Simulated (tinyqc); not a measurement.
Displacements against temperature: thermal displacements in the Debye model: Debye-Waller factors, bond-length spread and the Lindemann rule. Computed by tinyqc, a small Python program. Command: `OMP_NUM_THREADS=1 python tinyqc.py 3004614 3004615 out.jsonl debyewaller walk`. One thread of a shared host (Intel(R) Xeon(R) Processor @ 2.30GHz), about 0.01 s of CPU time with the checks.

A Debye spectrum with three branches of one velocity, cut at k_B Theta; 4 atoms per cube, nearest neighbours at d = 0.707107 a.

Inputs (values chosen for the exercise, modelled on nickel): atomic mass M = 58.69 u; Debye temperature Theta = 391 K; lattice constant a = 3.524 angstrom; temperature T = 150 K.

Structure: fcc.

reflection (h k l): [1, 1, 1]

Constants: hbar^2/u = 4.18015928e-03 eV angstrom^2; k_B = 8.617333262e-05 eV/K.

Method:
- <u_x^2> = (3 hbar^2/(2 M k_B Theta)) int_0^1 s coth(s Theta/(2T)) ds (64 Gauss-Legendre points); it tends to 3 hbar^2/(4 M k_B Theta) at T = 0 and to 3 hbar^2 T/(M k_B Theta^2) at high T.
- B = 8 pi^2 <u_x^2>.
- G = 2 pi sqrt(h^2 + k^2 + l^2)/a; the intensity is multiplied by exp(-2W), 2W = G^2 <u_x^2>; the loss goes into thermal diffuse scattering.
- Correlated Debye model: sigma^2 = (3 hbar^2/(M k_B Theta)) int_0^1 s coth(s Theta/(2T)) [1 - sin(s q_D R)/(s q_D R)] ds for two atoms at distance R, q_D = (6 pi^2 n)^(1/3), n atoms per volume; uncorrelated motion would give 2 <u_x^2>.
- The correlation is 1 - sigma^2/(2 <u_x^2>); exp(-2W) uses 2W = G^2 <u_x^2>.

|G| = 3.08819 1/angstrom

Displacements (angstrom^2):
```
T (K)    <u_x^2>   classical  sigma^2 at d  sigma^2 at 2d  exp(-2W)
12     0.0015952  1.9463e-04     0.0027301      0.0030242   0.98490
39     0.0016892  6.3254e-04     0.0027519      0.0030846   0.98402
78     0.0019904   0.0012651     0.0029525      0.0034616   0.98120
140    0.0027287   0.0022707     0.0036887      0.0045719   0.97431
220    0.0038719   0.0035682     0.0049885      0.0063780   0.96375
310    0.0052466   0.0050279     0.0066205      0.0085822   0.95119
470    0.0077685   0.0076229     0.0096730       0.012652   0.92859
700     0.011451    0.011353      0.014174       0.018614   0.89654
860     0.014028    0.013948      0.017334       0.022790   0.87478
```

The classical line is within 5 % from T = 310 K (T/Theta = 0.79) on. The correlation of nearest neighbours grows from 0.14 to 0.38, since thermal motion weights long waves, which move neighbours together, more than zero-point motion does; at 2d it ends at 0.19. The reflection keeps 98 % of its intensity at the lowest T and 87 % at the highest.

Extremes, crossings and ranges named in words are read from the listed rows.
